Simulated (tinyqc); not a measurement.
Carrier lifetime of an n-type layer with SRH, radiative, Auger and surface recombination: two steps of the calculation.

Uniform excess density dn = dp (no trapping), n = n0 + dn, p = p0 + dn, Boltzmann statistics, full ionisation. Surfaces enter as a rate 2 S dn/d, which holds while diffusion to them is fast.

Values chosen for this exercise; band and dielectric values close to those of silicon:
- T = 400 K (temperature)
- Eg = 1.1 eV (band gap)
- Nc = 4.25e19 cm^-3 (conduction-band density of states at T)
- Nv = 4.06e19 cm^-3 (valence-band density of states at T)
- B = 4.72e-15 cm^3/s (radiative coefficient)
- N = 9.9e17 cm^-3 (donor density)
- Cn = 2.9e-31 cm^6/s (Auger coefficient (two electrons))
- Cp = 2.1e-31 cm^6/s (Auger coefficient (two holes))
- Nt = 6.3e13 cm^-3 (trap density)
- sn = 3e-17 cm^2 (capture cross-section for electrons)
- sp = 8e-16 cm^2 (capture cross-section for holes)
- vth = 1.8e7 cm/s (thermal velocity (both carriers))
- Et = 0.77 eV (trap level below the conduction band)
- S = 0 cm/s (surface recombination velocity (both faces))
- d = 200 um (sample thickness)

Constants: q = 1.602176634e-19 C, kB = 1.380649e-23 J/K, Vt = kB T/q. Results are converted to the units shown.

Question 1. Equilibrium densities and SRH constants. ni = sqrt(Nc Nv) exp(-Eg/(2 Vt)), Eg in volts; majority density N/2 + sqrt(N^2/4 + ni^2), n0 p0 = ni^2; n1 = Nc exp(-Et/Vt), p1 = Nv exp((Et - Eg)/Vt); tn0 = 1/(sn vth Nt), tp0 = 1/(sp vth Nt).

Wanted: ni; n0; p0; n1; p1; tn0; tp0.

Answer 1.

ni = 4.884e12 cm^-3
n0 = 9.900e17 cm^-3
p0 = 2.409e7 cm^-3
n1 = 8.449e9 cm^-3
p1 = 2.823e15 cm^-3
tn0 = 2.939e-5 s
tp0 = 1.102e-6 s

Question 2. Lifetime, shares and quasi-Fermi splitting. With e = n p - ni^2 = dn (n0 + p0 + dn): U_SRH = e/(tp0 (n + n1) + tn0 (p + p1)), U_rad = B e, U_Aug = (Cn n + Cp p) e, U_s = 2 S dn/d. tau = dn/U, shares of U, splitting Vt ln(n p/ni^2), radiative efficiency U_rad/U.

converged dn = 2.0556721e17 cm^-3
ni = 4.8838518e12 cm^-3
n0 = 9.9000000e17 cm^-3
p0 = 2.4092938e7 cm^-3
n1 = 8.4492065e9 cm^-3
p1 = 2.8229880e15 cm^-3
tn0 = 2.9394474e-5 s
tp0 = 1.1022928e-6 s

Give: tau; shares; quasi-Fermi splitting.

Answer 2.

tau = 1.5813e-6 s
shares (%): SRH 25.399, radiative 0.892, Auger 73.709, surface 0.000
quasi-Fermi splitting = 0.79472 V

Auger recombination takes the largest share. dn is 0.21 times the doping: intermediate injection.

tinyqc, about 0.01 s, one thread, Intel Xeon 2.30GHz (shared host): `OMP_NUM_THREADS=1 python tinyqc.py 2300040 2300041 out.jsonl`
